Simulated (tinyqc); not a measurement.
## Threshold of a short bulk MOSFET: charge sharing, barrier lowering, narrow width: effect of the junction depth

n-channel device on a p-type body, depletion approximation, full ionisation. Uniform doping N = Na. Vbi from Boltzmann statistics is rough for the degenerate source. Cox = eps0 eox/tox.

ni = sqrt(Nc Nv) exp(-Eg/(2 Vt)), Eg in volts; 2 pB = 2 Vt ln(N/ni); flat band Vfb - Vt ln(N/Na); Wd = sqrt(2 eps0 eps_r (2 pB - Vbs)/(q N)); body term q N Wd/Cox; long-channel VT0 = flat band + 2 pB + body term; Vbi = Vt ln(N Nsd/ni^2); scale length l = sqrt((eps_r/eox) tox Wd). Charge sharing (trapezoid; it ignores Vds): F = (xj/L)(sqrt(1 + 2 Wd/xj) - 1), lowering = body term times F. Barrier lowering: th = exp(-L/(2 l)) + 2 exp(-L/l), lowering = th [2 (Vbi - 2 pB) + Vds], DIBL = th. Narrow width: rise = body term times xw Wd/W. VT by each model = VT0 - lowering + rise. DIBL under 0.001 mV/V is printed as 0.

Inputs (values chosen for the exercise); band and dielectric values close to those of silicon:
```
symbol,value,unit,meaning
T,300,K,temperature
Eg,1.12,eV,band gap
eps_r,11.9,,relative permittivity
Nc,2.82e19,cm^-3,conduction-band density of states at T
Nv,2.69e19,cm^-3,valence-band density of states at T
eox,24.7,,relative permittivity of the gate insulator (close to zirconium oxide)
tox,24,nm,insulator thickness
Na,9.2e16,cm^-3,channel doping
Nsd,1e20,cm^-3,source and drain doping
Vfb,-0.9,V,flat-band voltage for the doping Na
Vbs,0,V,body-source voltage
Vds,1.2,V,drain-source voltage
W,1700,nm,gate width
xw,0,,shape factor of the fringing depletion at the width edges
L,320,nm,channel length
```

Constants: q = 1.602176634e-19 C, kB = 1.380649e-23 J/K, Vt = kB T/q, eps0 = 8.8541878128e-14 F/cm where lengths are in cm. Results are converted to the units shown.

The same in every row: N (cm^-3) = 9.200e16; VT0 (V) = 0.1009; L/l = 9.030; DIBL (mV/V) = 11.18; VT, barrier lowering (V) = 0.08343.

Results:

| xj (nm) | F | VT, charge sharing (V) |
|---|---|---|
| 5 | 0.08854 | 0.08534 |
| 8.5 | 0.1103 | 0.08151 |
| 14 | 0.1341 | 0.07734 |
| 24 | 0.1628 | 0.07229 |
| 41 | 0.1934 | 0.06691 |
| 120 | 0.2536 | 0.05633 |
| 200 | 0.2777 | 0.05210 |

Estimate the missing row, xj = 70 nm.

Computed row:

| xj (nm) | F | VT, charge sharing (V) |
|---|---|---|
| 70 | 0.2244 | 0.06147 |

With this row back in the table: As xj goes from 5 to 200, VT0 stays at 0.101 V, DIBL stays at 11.2 mV/V, F rises from 0.0885 to 0.278 and VT by barrier lowering stays at 0.0834 V. The junction depth enters only the charge-sharing model.

Numbers from tinyqc (`OMP_NUM_THREADS=1 python tinyqc.py 2002066 2002067 out.jsonl`; about 0.01 s on one thread of a shared Intel Xeon 2.30GHz).
